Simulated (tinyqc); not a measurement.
Worked calculation: one-electron ion in a basis of Gaussians. One step of it, computed by the program tinyqc.

Question. Generalised eigenproblem. Solve H C = S C e through S^(-1/2); each column has its largest component positive (the first on a tie).

H = T + V (hartree):
```
           1          2          3
1  -2.841493  -2.440592  -1.155982
2  -2.440592  -4.071470  -3.547456
3  -1.155982  -3.547456   0.910450
```

S:
```
          1         2         3
1  1.000000  0.506403  0.106722
2  0.506403  1.000000  0.506246
3  0.106722  0.506246  1.000000
```

Give: eigenvalues of S; eigenvalues; coefficients.

Answer.

eigenvalues of S: 0.3353  0.8933  1.7714

eigenvalues (hartree): -4.4594  -1.9566  5.6792

coefficients:
```
        1        2        3
1  0.1764   1.1148   0.3575
2  0.7816  -0.5820  -0.9558
3  0.2101  -0.1507   1.1552
```

For Z = 6 and l = 1 the exact lowest level is -Z^2/(2 n^2) with n = l + 1: -4.500000 hartree.
